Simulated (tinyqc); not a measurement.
A log to judge: microkinetic model of a Langmuir-Hinshelwood surface reaction A + (1/2) B2 = AB with Bronsted-Evans-Polanyi barriers. Computed by tinyqc. Command: `OMP_NUM_THREADS=1 python tinyqc.py 3024844 3024845 out.jsonl microkin walk`. One thread of a shared host (Intel(R) Xeon(R) Processor @ 2.30GHz), about 0.01 s of CPU time with the checks.

A adsorbs in equilibrium; B2 dissociates irreversibly on two free sites; adsorbed A and B react irreversibly and AB leaves at once. theta_A + theta_B + theta_* = 1.

Inputs (values chosen for the exercise, for a model catalyst):

| quantity | value | unit |
|---|---|---|
| adsorption energy of A, E_A | -0.883 | eV |
| adsorption energy per B atom, E_B | -0.764 | eV |
| entropy loss of A, S_A | 1.6 | meV/K |
| entropy loss of B2, S_B | 1.4 | meV/K |
| slope a1 of the dissociation barrier | 0.48 | - |
| intercept b1 | 1.3 | eV |
| slope a2 of the reaction barrier | 0.48 | - |
| intercept b2 | 0.35 | eV |
| pressure p_A | 0.0029 | bar |
| pressure p_B | 0.6 | bar |
| temperature T | 800 | K |
| mixing | 1 | - |

Solver: damped fixed point.

Constants: k_B = 8.617333262e-05 eV/K; hbar = 6.582119569e-16 eV s.

Method:
- K_A = exp(-(E_A + T S_A)/(k_B T)) per bar; barriers E1 = max(b1 + a1 2 E_B, 0), E2 = b2 - a2 (E_A + E_B); k1 = (k_B T/h) exp(-S_B/k_B) exp(-E1/(k_B T)) per bar, k2 = (k_B T/h) exp(-E2/(k_B T)), h = 2 pi hbar.
- theta_A = K_A p_A theta_*; 2 k1 p_B theta_*^2 = k2 theta_A theta_B, so theta_B = w theta_* with w = 2 k1 p_B/(k2 K_A p_A); theta_* = 1/(1 + K_A p_A + w); rate r = k2 theta_A theta_B.
- Unknown y = theta_B, theta_* = (1 - y)/(1 + K_A p_A). Fixed point y(out) = w theta_*(y), y(new) = y + mixing (y(out) - y), kept within 0 and 1; start y = 0. Stop when the change is below 1e-10, after 80 steps at most.

Course of the iteration:

| step | y in | y new | change |
|---|---|---|---|
| 1 | 0 | 1 | 1 |
| 2 | 1 | 0 | 1 |
| 3 | 0 | 1 | 1 |
| 4 | 1 | 0 | 1 |
| 5 | 0 | 1 | 1 |
| 6 | 1 | 0 | 1 |
| 7 | 0 | 1 | 1 |
| 8 | 1 | 0 | 1 |
| 9 | 0 | 1 | 1 |
| ... | ... | ... | ... |
| 72 | 1 | 0 | 1 |
| 73 | 0 | 1 | 1 |
| 74 | 1 | 0 | 1 |
| 75 | 0 | 1 | 1 |
| 76 | 1 | 0 | 1 |
| 77 | 0 | 1 | 1 |
| 78 | 1 | 0 | 1 |
| 79 | 0 | 1 | 1 |
| 80 | 1 | 0 | 1 |

Can the last value be used, and what does the course show?

No. Not converged within 80 steps: the residual has stopped falling and repeats with period one or two: the iteration swings between two states. The map has slope 1 - mixing (1 + w/(1 + K_A p_A)) = -47.7, and convergence needs its size below 1. Reruns converge with solver = Newton. Reruns still fail with mixing = 0.5; and with mixing = 0.1.
